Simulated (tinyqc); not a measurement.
What moves the results: carbon nanotube by zone folding. A value that a table varies takes the place of the one given here.

Circumference C = n a1 + m a2, a = sqrt3 acc; d = a sqrt(n^2 + nm + m^2)/pi; tan(theta) = sqrt3 m/(2n + m); dR = gcd(2n + m, 2m + n); T = t1 a1 + t2 a2 with t1 = (2m + n)/dR, t2 = -(2n + m)/dR, |T| = sqrt3 pi d/dR; N = 2 (n^2 + nm + m^2)/dR hexagons a cell. On cutting line mu = 0 to N - 1 at x = k|T|/(2 pi) the phases are p1 = 2 pi (-t2 mu + m x)/N, p2 = 2 pi (t1 mu - n x)/N, and E = -/+ t |1 + exp(i p1) + exp(i p2)|.

Inputs chosen for the exercise (near those used for carbon; not measured data):
- t = 2.88 eV (hopping)
- acc = 1.42 angstrom (bond length)
- tubes = ((7, 6), (12, 11), (13, 9), (11, 9), (8, 6), (9, 5), (6, 2)) (pairs (n, m))
- n = 13 (chiral index)
- m = 12 (chiral index)

## Semiconducting tubes compared

E11 and E22 are twice the two lowest band edges; the cone gives E11 d = 2 t acc and E22/E11 = 2.

Tubes:
```
(n,m)    d (angstrom)  theta (deg)  (n - m) mod 3  E11 (eV)  E22 (eV)  E11 d/(2 t acc)  E22/E11
(7,6)            8.82         27.5              1    0.9199    1.8349            0.992    1.995
(12,11)         15.60         28.6              1    0.5230    1.0453            0.997    1.998
(13,9)          15.00         24.0              1    0.5419    1.0950            0.994    2.020
(11,9)          13.58         26.7              2    0.6029    1.1888            1.001    1.972
(8,6)            9.52         25.3              2    0.8609    1.6734            1.002    1.944
(9,5)            9.62         20.6              1    0.8378    1.7168            0.985    2.049
(6,2)            5.65         13.9              1    1.3946    2.9808            0.963    2.137
```

What does this show?

E11 follows 1/d first. For mod 1 the scaled E11 lies below one (0.963 to 0.997) and E22/E11 on both sides of two (1.995 to 2.137). For mod 2 the scaled E11 lies above one (1.001 to 1.002) and E22/E11 below two (1.944 to 1.972). The largest departure of the scaled E11 is that of (6,2); warping acts as cos(3 theta)/d, most for thin tubes near zigzag. Below about 8 angstrom curvature, left out of zone folding, changes the gaps further.

## Neighbouring tubes

Diameter, chiral angle and twice the lowest band edge. Each row changes one parameter from the base and keeps the others.

Results:
```
case                 d (angstrom)  theta (deg)  gap (eV)
base                       16.955        28.68    0.4814
n = 14                     17.645        27.46    0.4639
m = 13                     17.628        30.00    0.0000
t = 3.024 eV               16.955        28.68    0.5055
acc = 1.46 angstrom        17.432        28.68    0.4814
```

What can be read from the table?

The largest shifts from the base row, up to three for each result and ties (the steps differ in size, so this ranks the rows, not the parameters). d (angstrom): n +0.691, m +0.673, acc +0.478; unchanged at the printed digits by t. theta (deg): m +1.32, n -1.22; unchanged at the printed digits by t and acc. gap (eV): m -0.4814, t +0.0241, n -0.0175; unchanged at the printed digits by acc. In zone folding the gap does not depend on acc at fixed (n, m); a step in n or m changes (n - m) mod 3 and closes the gap where that becomes zero.

tinyqc: `OMP_NUM_THREADS=1 python tinyqc.py 1450468 1450469 out.jsonl`; about 0.04 s, one thread, shared Intel(R) Xeon(R) Processor @ 2.30GHz.
